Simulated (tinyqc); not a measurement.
# Thermal resistances of a two-die stack

Inverse problem. Heat leaves through the lower die only, and the system is linear. Find the resistance R1 from the lower die to the coolant, R2 between the dies, and the rise of the upper die when both are powered.

Inputs (values chosen for the exercise): power of the lower die P1 = 18 W; power of the upper die P2 = 25 W.

rises of the lower and upper die with only the lower one powered (K): 12.42  12.42
rises of the lower and upper die with only the upper one powered (K): 17.25  23.75

Solution. With only the lower die powered no heat crosses R2, so both dies rise by P1 R1; the difference in the second test is P2 R2; rises add.

R1 = 0.690 K/W
R2 = 0.260 K/W
rise of the upper die = 36.2 K

tinyqc, about 0.03 s, one thread, Intel Xeon 2.30GHz (shared host): `OMP_NUM_THREADS=1 python tinyqc.py 2162186 2162187 out.jsonl`
